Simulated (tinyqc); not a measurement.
# Polarisation charge from two barrier thicknesses

Problem. VT = phiB - dEc - q sigma d/(eps0 eps_r). Find sigma, phiB - dEc and the thickness at which VT = 0.

Inputs (values chosen for the exercise): relative permittivity of barrier and channel eps_r = 9.1.

Constants: q = 1.602176634e-19 C, eps0 = 8.8541878128e-14 F/cm where lengths are in cm. Results are converted to the units shown.

VT for d = 15 and 21 nm (V): [-3.9152884, -5.8058038]

Solution. VT is linear in d.

sigma = 1.58e13 cm^-2
phiB - dEc = 0.811 V
thickness for VT = 0 = 2.57 nm

tinyqc, about 0.02 s, one thread, Intel Xeon 2.30GHz (shared host): `OMP_NUM_THREADS=1 python tinyqc.py 2570121 2570122 out.jsonl`
